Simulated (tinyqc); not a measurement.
# From 2p binding energy back to dielectric constant eps

Model: effective-mass impurity with a central-cell term, in a basis of Slater functions. Computed by tinyqc, a small Python program. Command: `OMP_NUM_THREADS=1 python tinyqc.py 3003706 3003707 out.jsonl centralcell inv`. One thread of a shared host (Intel(R) Xeon(R) Processor @ 2.30GHz), about 0.03 s of CPU time with the checks.

The envelope obeys H = -nabla^2 - (2/r) [Z + A exp(-kappa r)] in effective units, with kappa = a*/lambda; positive A deepens the well near the core.

Inputs (values chosen for the exercise, with mass and screening modelled on AlN):
```
quantity                   value      unit
effective mass m            0.33       m_0
charge Z of the core           1         -
central-cell strength A        2         -
central-cell range lambda    2.4  angstrom
```

Impurity: donor, one isotropic band.

Constants: Ry = 13.605693123 eV; a_0 = 0.529177210903 angstrom.

Method:
- Units: Ry* = Ry m/eps^2 and a* = a_0 eps/m, with m in m_0.
- kappa = a*/lambda; the hydrogenic ground state is bound by Z^2 Ry*.
- For s functions exp(-zeta r), with s = zeta_i + zeta_j: S = 2/s^3, T = zeta_i zeta_j S, V = -2 Z/s^2, W = -2 A/(s + kappa)^2; each function is normalised by dividing by sqrt(S_ii S_jj).
- Large basis: zeta_i = 0.06 x 1.6^(i-1), i = 1..22, same formulas; for p functions r exp(-zeta r): S = 24/s^5, T = zeta_i zeta_j S (centrifugal term included), V = -12 Z/s^4, W = -12 A/(s + kappa)^4; overlap eigenvalues below 1e-11 are dropped.
- Binding energies are -E Ry*; the effective quantum number is nu = Z/sqrt(-E); |psi(0)|^2 is given relative to the hydrogenic Z^3/(pi a*^3).

Problem. A run gave the result below. Find the dielectric constant eps, known to lie between 7.9 and 16.

2p binding energy = 14.50854 meV

Solution.

Each step takes the trial c = (a f_b - b f_a)/(f_b - f_a), f being the result less the target and a, b, c the logarithms of the listed values; c replaces end b, the old b replaces a if the sign of f changed, and otherwise f_a is halved.

Scan of the range:
```
dielectric constant eps  2p binding energy (meV)
7.90                                     18.0345
8.89                                     14.2283
10.00                                    11.2380
11.20                                     8.9553
12.60                                     7.0738
14.20                                     5.5685
16.00                                     4.3855
```

False position (Illinois rule, in the logarithm of the input) inside the bracket:
```
step    end a    end b    trial  2p binding energy (meV)
1     7.90000  8.89000  8.81305                  14.4786
2     7.90000  8.81305  8.79699                  14.5317
3     8.81305  8.79699  8.80401                  14.5085
4     8.79699  8.80401  8.80400                  14.5085
5     8.79699  8.80400  8.80400                  14.5085
6     8.80400  8.80400  8.80400                  14.5085
```

2p binding energy falls at every point of a 13-point scan of the range (every second point is shown), so one value fits; it is bracketed by 7.90 and 8.89. Answer: dielectric constant eps = 8.804.

Caution: the density at the core is many times hydrogenic, so the result hangs on the model potential inside one cell, where the envelope picture is weak.
